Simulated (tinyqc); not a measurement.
# Planar ballistic transistor, top-of-the-barrier model: what changes with what

At the top of the source barrier, states moving towards the drain are filled by the source (Fermi level 0) and states moving back by the drain (Fermi level -q Vd); nothing scatters. U is the shift of the band edge there, set by the capacitances CG, CD and CS (the total) and by the charge. Parabolic two-dimensional band; the source is grounded.

Values chosen for this exercise; mass and valleys close to those of gallium arsenide:
```
symbol,value,unit,meaning
T,350,K,temperature
m,0.0694,m0,effective mass
gv,1,,valley degeneracy
eox,9,,relative permittivity of the gate insulator
tox,1.2,nm,insulator thickness
aG,0.92,,gate control CG/CS
aD,0.079,,drain control CD/CS
E0,0.32,eV,band edge at the barrier top above the source Fermi level at zero bias
Vd,0.6,V,drain voltage
```

Constants: q = 1.602176634e-19 C, kB = 1.380649e-23 J/K, hbar = 1.054571817e-34 J s, m0 = 9.1093837015e-31 kg, Vt = kB T/q, eps0 = 8.8541878128e-14 F/cm where lengths are in cm. Results are converted to the units shown.

Each table varies one quantity; the others keep the values above.

## Transfer curve

N0 = gv m kB T/(pi hbar^2), CG = eps0 eox/tox, vT = sqrt(2 kB T/(pi m)), CS = CG/aG, n0 = n at U = 0 and Vd = 0. eta1 = -(E0 + U)/Vt, eta2 = eta1 - Vd/Vt, n = (N0/2)[F_0(eta1) + F_0(eta2)], F_0(x) = ln(1 + exp x). U = UL + q (n - n0)/CS with UL = -(aG Vg + aD Vd), energies in eV. I = q (N0/2) vT [F_(1/2)(eta1) - F_(1/2)(eta2)] per width, F_(1/2)(x) = (2/sqrt(pi)) int_0^infinity u^(1/2)/(1 + exp(u - x)) du. CQ = (q/Vt) dn/d(eta1).

Transfer curve:
```
Vg (V)      eta1  n (cm^-2)  I (uA/um)  mean velocity I/(q n) (cm/s)     CQ/CS
0         -9.038    5.192e7    0.01835                       2.206e7  3.821e-5
0.1       -5.989    1.095e9     0.3870                       2.207e7  8.046e-4
0.2       -2.954   2.222e10      7.911                       2.222e7   0.01594
0.3     -0.09531   2.827e11      109.6                       2.419e7    0.1532
0.4        2.371   1.076e12      524.7                       3.044e7    0.2943
0.5        4.699   2.058e12       1253                       3.801e7    0.3188
0.6        7.008   3.064e12       2212                       4.505e7    0.3215
0.7        9.316   4.073e12       3353                       5.138e7    0.3217
0.8        11.62   5.082e12       4649                       5.710e7    0.3218
```

The current rises from 0.0184 to 4650 uA/um. Between the first two rows the swing is 75.5 mV a decade, against Vt ln 10/aG = 75.5. CQ/CS goes from 3.8e-5 to 0.32, so a volt on the gate moves the band edge by 0.92 eV in the first row and 0.70 eV in the last: the device stays near the quantum-capacitance limit. The mean velocity rises from 2.21e7 to 5.71e7 cm/s. At Vg = 0.8 V the source Fermi level lies over 0.3 eV above the band edge, where a light band is no longer parabolic.

## Output curve

Same model as above.

CQ = (q/Vt) dn/d(eta1).

In this table Vg = 0.6 V.

Output curve:
```
Vd (V)    eta1  n (cm^-2)  I (uA/um)  mean velocity I/(q n) (cm/s)    CQ/CS
0.01    4.7572  4.0236e12     120.91                      1.8756e6  0.63695
0.025   4.8776  3.9134e12     297.46                      4.7443e6  0.63555
0.05    5.0771  3.7313e12     577.89                      9.6666e6  0.63130
0.1     5.4665  3.3802e12     1078.1                      1.9906e7  0.60860
0.15    5.8228  3.0739e12     1474.2                      2.9934e7  0.54616
0.2     6.1027  2.8716e12     1735.6                      3.7724e7  0.44036
0.3     6.4068  2.8142e12     1938.7                      4.2998e7  0.33029
0.4     6.6117  2.8917e12     2033.1                      4.3882e7  0.32173
0.6     7.0085  3.0644e12     2212.0                      4.5053e7  0.32146
0.8     7.4049  3.2376e12     2395.9                      4.6188e7  0.32155
```

Read the table: what changes, and by how much?

The current rises from 121 to 2400 uA/um; n goes from 4.02e12 through a minimum of 2.81e12 (at Vd = 0.3 V among the rows listed) to 3.24e12 cm^-2 and eta1 rises from 4.76 to 7.40. The resistance in the first row is 82.7 ohm um, though nothing scatters in the channel. The current passes 90 % of its last value at Vd = 0.6 V among the rows, where eta2 = -13; returning states are gone from Vd = 0.6 V on (eta2 < -7), and from there the drain control aD lifts eta1 from 7.01 to 7.40.

## Effect of the insulator thickness

Same model as above.

CQ = (q/Vt) dn/d(eta1). E0 is held fixed.

In this table Vg = 0.6 V, Vd = 0.6 V.

Effect of the insulator thickness:
```
tox (nm)    eta1  n (cm^-2)  I (uA/um)  mean velocity I/(q n) (cm/s)    CQ/CS
0.5       8.1686  3.5713e12     2764.6                      4.8316e7  0.13402
0.74      7.7299  3.3796e12     2550.5                      4.7103e7  0.19832
1.1       7.1536  3.1278e12     2278.7                      4.5471e7  0.29471
1.6       6.4822  2.8346e12     1976.1                      4.3512e7  0.42834
2.4       5.6352  2.4652e12     1617.5                      4.0952e7  0.64121
3.6       4.7094  2.0628e12     1257.3                      3.8042e7  0.95662
5.4       3.7710  1.6586e12     930.04                      3.4999e7   1.4153
8         2.9094  1.2952e12     667.67                      3.2176e7   2.0341
```

As tox goes from 0.5 to 8 nm, n falls from 3.57e12 to 1.30e12 cm^-2, the mean velocity falls from 4.83e7 to 3.22e7 cm/s and the current falls from 2760 to 668 uA/um. CQ/CS goes from 0.13 to 2.0. Over the range the current goes as tox^(-0.51) on average. For tox = 0.5 to 0.74 nm the insulator is under 1 nm thick, where gate tunnelling would matter.

Computed by the program tinyqc: `OMP_NUM_THREADS=1 python tinyqc.py 2400113 2400114 out.jsonl`, one thread of a shared Intel Xeon 2.30GHz, about 0.02 s for the whole run.
